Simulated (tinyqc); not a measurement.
Ground states by the convex hull: cluster expansion of a binary alloy: correlations, fit, cross-validation and ground states. Computed by tinyqc, a small Python program. Command: `OMP_NUM_THREADS=1 python tinyqc.py 3020926 3020927 out.jsonl clex walk`. One thread of a shared host (Intel(R) Xeon(R) Processor @ 2.30GHz), about 0.07 s of CPU time with the checks.

s = +1 for A and -1 for B. Energy per site E = J0 + J1 P(point) + sum over clusters of m V P, with P the mean product of spins; V > 0 on a pair favours unlike neighbours. Clusters per site m: pair 1 4, pair 2 3, pair 3 6, triplet 12; the triplet is two first-neighbour bonds closed by a second-neighbour bond. Formation energies are counted from the line between pure A and pure B, which removes J0 and J1.

Inputs (values chosen for the exercise, for a model alloy):

| quantity | value | unit |
|---|---|---|
| first-pair interaction V1 | -10.1 | meV |
| second-pair interaction V2 | -2.8 | meV |
| third-pair interaction V3 | -0.062 | meV |
| triplet interaction Vt | 0.37 | meV |
| noise amplitude | 4.2 | meV/site |

Lattice: bcc.

Method:
- Design matrix of formation energies: m (P - 1) for pairs and m (P(triplet) - P(point)) for the triplet; x = (1 - P(point))/2.
- Exact: X V with V = (V1, V2, V3, Vt). The data to fit add the noise amplitude times the normal numbers, standing for what the clusters leave out.
- Leave out pair 3: A = X^T X and b = X^T E (E being the data with noise) over these three columns; solve A V = b. The root-mean-square error runs over the structures between the pure ends.
- Height above the hull = E less the lowest straight line between two structures that bracket x (or the lowest structure at the same x). The three-term fit is X V with the fitted values.

correlations P, counted on periodic cells:
```
                     point    pair 1    pair 2    pair 3   triplet
A                  1.00000   1.00000   1.00000   1.00000   1.00000
A3B D0_3           0.50000   0.00000   0.00000   1.00000  -0.50000
A3B (001) layers   0.50000   0.00000   0.66667   0.33333   0.16667
A2B C11_b          0.33333  -0.33333   0.55556   0.11111  -0.11111
AB B2              0.00000  -1.00000   1.00000   1.00000   0.00000
AB B32             0.00000   0.00000  -1.00000   1.00000   0.00000
A2B2 B11           0.00000   0.00000   0.33333  -0.33333   0.00000
AB (110) layers    0.00000   0.00000  -0.33333  -0.33333   0.00000
AB2 C11_b         -0.33333  -0.33333   0.55556   0.11111   0.11111
AB3 D0_3          -0.50000   0.00000   0.00000   1.00000   0.50000
AB3 (001) layers  -0.50000   0.00000   0.66667   0.33333  -0.16667
B                 -1.00000   1.00000   1.00000   1.00000  -1.00000
```

standard normal numbers for the noise (0 for the pure ends): A 0.000, A3B D0_3 -1.005, A3B (001) layers -1.186, A2B C11_b 1.384, AB B2 -0.076, AB B32 -0.458, A2B2 B11 -0.119, AB (110) layers 1.613, AB2 C11_b -0.218, AB3 D0_3 0.860, AB3 (001) layers 0.502, B 0.000

X:
```
                   pair 1   pair 2   pair 3   triplet
A                  0.0000   0.0000   0.0000    0.0000
A3B D0_3          -4.0000  -3.0000   0.0000  -12.0000
A3B (001) layers  -4.0000  -1.0000  -4.0000   -4.0000
A2B C11_b         -5.3333  -1.3333  -5.3333   -5.3333
AB B2             -8.0000   0.0000   0.0000    0.0000
AB B32            -4.0000  -6.0000   0.0000    0.0000
A2B2 B11          -4.0000  -2.0000  -8.0000    0.0000
AB (110) layers   -4.0000  -4.0000  -8.0000    0.0000
AB2 C11_b         -5.3333  -1.3333  -5.3333    5.3333
AB3 D0_3          -4.0000  -3.0000   0.0000   12.0000
AB3 (001) layers  -4.0000  -1.0000  -4.0000    4.0000
B                  0.0000   0.0000   0.0000    0.0000
```

fitted V1, V2, Vt (meV): -10.1986  -2.9440  0.5994

exact energies (meV/site): A 0.0000, A3B D0_3 44.3600, A3B (001) layers 41.9680, A2B C11_b 55.9573, AB B2 80.8000, AB B32 57.2000, A2B2 B11 46.4960, AB (110) layers 52.0960, AB2 C11_b 59.9040, AB3 D0_3 53.2400, AB3 (001) layers 44.9280, B 0.0000

Hull among these structures (meV/site):

| structure | x | exact E | above hull | fitted E | above hull, fit |
|---|---|---|---|---|---|
| A | 0.0000 | 0.000 | 0.000 | 0.000 | 0.000 |
| A3B D0_3 | 0.2500 | 44.360 | 44.360 | 42.433 | 42.433 |
| A3B (001) layers | 0.2500 | 41.968 | 41.968 | 41.341 | 41.341 |
| A2B C11_b | 0.3333 | 55.957 | 55.957 | 55.121 | 55.121 |
| AB B2 | 0.5000 | 80.800 | 80.800 | 81.589 | 81.589 |
| AB B32 | 0.5000 | 57.200 | 57.200 | 58.458 | 58.458 |
| A2B2 B11 | 0.5000 | 46.496 | 46.496 | 46.682 | 46.682 |
| AB (110) layers | 0.5000 | 52.096 | 52.096 | 52.570 | 52.570 |
| AB2 C11_b | 0.6667 | 59.904 | 59.904 | 61.515 | 61.515 |
| AB3 D0_3 | 0.7500 | 53.240 | 53.240 | 56.819 | 56.819 |
| AB3 (001) layers | 0.7500 | 44.928 | 44.928 | 46.136 | 46.136 |
| B | 1.0000 | 0.000 | 0.000 | 0.000 | 0.000 |

lowest exact formation energy = 0 meV/site

What follows from these numbers?

Only the pure ends are on the exact hull: at zero temperature the alloy separates. The fit finds the same set. A structure at zero height may lie on a tie line without being a vertex, and structures outside this list could lie lower.

Extremes, crossings and ranges named in words are read from the listed rows.
